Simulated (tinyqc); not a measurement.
Straight dislocations in isotropic elasticity: fields, energies, partials, Peierls stress and walls. From one set of inputs to another, one input at a time. Computed by tinyqc, a small Python program. Command: `OMP_NUM_THREADS=1 python tinyqc.py 3029629 3029630 out.jsonl disloc ladder`. One thread of a shared host (Intel(R) Xeon(R) Processor @ 2.30GHz), about 0.01 s of CPU time with the checks.

The line runs along z, the glide plane is y = 0, and beta is the angle between b and the line (0 screw, 90 degrees edge): b_e = b sin(beta) along +x with the extra half plane at y > 0, b_s = b cos(beta). Stress is positive in tension.

The inputs printed are set A. Set A is modelled on nickel; the values taken over come from a set modelled on silver. Inputs not listed in the table keep their values of set A, so the rows need not describe a real material.

Inputs (values chosen for the exercise, modelled on nickel):
```
quantity                          value      unit
shear modulus G                    80.4       GPa
Poisson ratio nu                  0.299         -
Burgers vector b                  2.492  angstrom
dislocation density rho         4.8e+13     1/m^2
core radius r0/b                    1.5         -
unstable fault energy gamma_us      634    mJ/m^2
source length l                      74        nm
```

Character: 30-degree.

Constants: 1 eV/angstrom^3 = 160.2176634 GPa.

Method:
- Energy factor K = G [cos^2(beta) + sin^2(beta)/(1 - nu)].
- E = K b^2/(4 pi) ln(R/r0) with R = 1/(2 sqrt(rho)); tension T = E + d^2E/d(beta)^2 = G b^2 [1 + nu - 3 nu sin^2(beta)]/(4 pi (1 - nu)) ln(R/r0). The core energy is taken into r0.
- Misfit energy gamma(u) = (gamma_us/2)(1 - cos(2 pi u/b)), so the largest restoring stress is tau_max = pi gamma_us/b; u(x) = b/2 + (b/pi) arctan(x/zeta), zeta = K b/(4 pi tau_max). Summing the misfit energy over atomic rows a' apart gives, for a wide core, W_P = (K b^2/pi) exp(-2 pi zeta/a') and sigma_P = (K b/a') exp(-2 pi zeta/a'); a' = b/2 for edge and 30-degree lines, b sqrt(3)/2 for screw and 60-degree lines.
- Frank-Read source, averaged over the loop: tau = G b/(2 pi l) [(1 - nu/2)/(1 - nu)] ln(l/r0). Taylor hardening: tau = 0.3 G b sqrt(rho).

Each row keeps all changes above it:
```
input moved                                 from       to  Peierls stress sigma_P (MPa)  Frank-Read stress (MPa)  half width zeta (angstrom)
set A                                          -        -                    2.6048e+00                   276.47                      2.2075
unstable fault energy gamma_us (mJ/m^2)      634      224                    3.6888e-09                   276.47                      6.2481
shear modulus G (GPa)                       80.4     31.1                    3.5062e-01                   106.94                      2.4169
source length l (nm)                          74     2600                    3.5062e-01                     5.09                      2.4169
core radius r0/b                             1.5        2                    3.5062e-01                     4.93                      2.4169
Poisson ratio nu                           0.299    0.362                    2.4547e-01                     5.21                      2.4938
dislocation density rho (1/m^2)          4.8e+13  3.3e+12                    2.4547e-01                     5.21                      2.4938
Burgers vector b (angstrom)                2.492    2.889                    3.3109e-02                     5.94                      3.3516
```

Peierls stress sigma_P goes from 2.60 to 0.0331, a factor 0.0127 in all. The largest single move comes from unstable fault energy gamma_us (a factor 1.42e-9), and shear modulus G works against it (a factor 9.51e7). Frank-Read stress goes from 276 to 5.94, a factor 0.0215 in all. The largest single move comes from source length l (a factor 0.0476). Half width zeta goes from 2.21 to 3.35, a factor 1.52 in all. The largest single move comes from unstable fault energy gamma_us (a factor 2.83), and shear modulus G works against it (a factor 0.387). The single moves hold for this order of the switches; the total does not depend on the order.

Caution (rows unstable fault energy gamma_us): so small a Peierls stress means only that the model finds negligible lattice resistance; its value is not a prediction. Caution (rows source length l, core radius r0/b, Poisson ratio nu, dislocation density rho, Burgers vector b): the source is longer than the mean dislocation spacing 1/sqrt(rho), so the forest would pin it into shorter segments and its stress is only formal.

Extremes, crossings and ranges named in words are read from the listed rows.
